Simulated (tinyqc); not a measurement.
Interface roughness in a thin film (subband fluctuation and scattering): one step. The angular integrand. Four cases, with inputs chosen for the exercise.

Question. kF, qs, and exp(-q^2 Lc^2/4)(1 - cos theta) without and with the factor 1/eps^2 at theta = 30, 60, ..., 180 degrees.

Gaussian roughness spectrum S(q) = pi D^2 Lc^2 exp(-q^2 Lc^2/4). Degenerate gas, taken to fill one subband (the second starts to fill once c kF^2/md exceeds E2 - E1, which is not tested here): kF = sqrt(2 pi Ns/gv), q = 2 kF sin(theta/2), 1/tau = (md/(2 pi c hbar)) G^2 times the integral from 0 to pi of S(q)(1 - cos theta)/eps(q)^2 dtheta, eps(q) = 1 + qs/q with screening (qs = gv md q0/(c eps), q0 = e^2/(4 pi eps0), form factors left out, which overstates the screening; other scattering is left out too, so these values lie far above measured mobilities in all but the thinnest films) or 1 without; mobility = tau c2/md with c2 = e/m0 = 1.75882e15 cm^2/(V s^2); 1e12/cm^2 = 1e-4/angstrom^2.

Constants: hbar^2/2m0 = 3.80998211 eV angstrom^2; e^2/(4 pi eps0) = 14.39964547 eV angstrom.

Give: kF; qs; Integrand.

Case 1.

Values chosen (near those of a thin GaN channel; shifted at random, so the results belong to these values and not to a real crystal): md = 0.196 m0 (mass in the plane); gv = 1 (valleys); Lc = 54 angstrom (correlation length); Ns = 9.4 x 1e12/cm^2 (sheet density); eps = 9.1 (mean dielectric constant at the channel).

Answer.

kF = 0.07685 1/angstrom
qs = 0.0814 1/angstrom

Integrand:
```
theta  q (1/angstrom)      bare  eps(q)  screened
30             0.0398    0.0423    3.05   0.00455
60             0.0769   0.00675    2.06   0.00159
90             0.1087  0.000182    1.75  5.95e-05
120            0.1331  3.68e-06    1.61  1.42e-06
150            0.1485  1.96e-07    1.55  8.18e-08
180            0.1537  6.63e-08    1.53  2.83e-08
```

kF Lc = 4.15: the spectrum cuts off large angles, and the bare integrand is largest at 30 degrees among these rows.

Case 2.

Values chosen (near those of a thin GaN channel; shifted at random, so the results belong to these values and not to a real crystal): md = 0.198 m0 (mass in the plane); gv = 1 (valleys); Lc = 40 angstrom (correlation length); Ns = 0.86 x 1e12/cm^2 (sheet density); eps = 9.4 (mean dielectric constant at the channel).

Answer.

kF = 0.02325 1/angstrom
qs = 0.0796 1/angstrom

Integrand:
```
theta  q (1/angstrom)   bare  eps(q)  screened
30             0.0120  0.126    7.62   0.00218
60             0.0232  0.403    4.42    0.0206
90             0.0329  0.649    3.42    0.0554
120            0.0403  0.784    2.98    0.0885
150            0.0449  0.833    2.77     0.108
180            0.0465  0.842    2.71     0.115
```

kF Lc = 0.93: the roughness is short-ranged for these electrons, and back-scattering dominates.

Case 3.

Values chosen (near those of a thin Ge channel on (111), one valley; shifted at random, so the results belong to these values and not to a real crystal): md = 0.083 m0 (mass in the plane); gv = 1 (valleys); Lc = 58 angstrom (correlation length); Ns = 1 x 1e12/cm^2 (sheet density); eps = 11.7 (mean dielectric constant at the channel).

Answer.

kF = 0.02507 1/angstrom
qs = 0.0268 1/angstrom

Integrand:
```
theta  q (1/angstrom)   bare  eps(q)  screened
30             0.0130  0.116    3.07    0.0124
60             0.0251  0.295    2.07    0.0688
90             0.0354  0.348    1.76     0.113
120            0.0434  0.307    1.62     0.117
150            0.0484  0.260    1.55     0.108
180            0.0501  0.242    1.53     0.103
```

kF Lc = 1.45: the spectrum cuts off large angles, and the bare integrand is largest at 90 degrees among these rows.

Case 4.

Values chosen (near those of a thin Si channel on (100), two-fold valleys; shifted at random, so the results belong to these values and not to a real crystal): md = 0.188 m0 (mass in the plane); gv = 2 (valleys); Lc = 58 angstrom (correlation length); Ns = 11 x 1e12/cm^2 (sheet density); eps = 7.8 (mean dielectric constant at the channel).

Answer.

kF = 0.05879 1/angstrom
qs = 0.1822 1/angstrom

Integrand:
```
theta  q (1/angstrom)      bare  eps(q)  screened
30             0.0304    0.0615    6.99   0.00126
60             0.0588    0.0273    4.10   0.00163
90             0.0831   0.00299    3.19  0.000294
120            0.1018  0.000245    2.79  3.15e-05
150            0.1136  3.63e-05    2.60  5.36e-06
180            0.1176  1.79e-05    2.55  2.75e-06
```

kF Lc = 3.41: the spectrum cuts off large angles, and the bare integrand is largest at 30 degrees among these rows.

Computed by tinyqc, one run a case: `OMP_NUM_THREADS=1 python tinyqc.py N N+1 out.jsonl` with N = 1281442, 1281451, 1281876, 1281957; one thread of a shared Intel(R) Xeon(R) Processor @ 2.30GHz, about 0.02 s a run at most.
